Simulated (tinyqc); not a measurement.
Microkinetic model of low-temperature epitaxy from hydride gases: adsorption, hydrogen desorption and rate control: one step, computed by the program tinyqc. Command: `OMP_NUM_THREADS=1 python tinyqc.py 3006242 3006243 out.jsonl hepi walk`. One thread of a shared host (Intel(R) Xeon(R) Processor @ 2.30GHz), about 0.01 s of CPU time with the checks.

Each hydride molecule needs two free sites and leaves four hydrogen atoms, of which two leave at once as H2; theta is the hydrogen coverage, the site density is 6.78 per nm^2 and one layer is 1.358 angstrom thick.

Question. Coverage and growth rate. With k the hydride and k_H the hydrogen adsorption rate on free pairs and k_d the desorption rate, steady state: 2 (k + k_H)(1 - theta)^2 = k_d theta; growth rate R = k (1 - theta)^2 layers/s; 1 layer/s = 8.148 nm/min. With c = 2 (k + k_H)/k_d the free share is 1 - theta = 2/(1 + sqrt(1 + 4c)).

Inputs (values chosen for the exercise, close to those used for silane and germane on Si(001)): temperature T = 520 C.

Film: silicon-germanium. Order of hydrogen desorption: first.

k = 4.336779 1/s

k_H = 0 1/s

k_d = 3.946229 1/s

Give: c; hydrogen coverage theta; growth rate R in layers; growth rate G.

Answer.

c = 2.198

hydrogen coverage theta = 0.5156

growth rate R in layers = 1.017 layers/s

growth rate G = 8.290 nm/min

Adsorption and desorption share control.
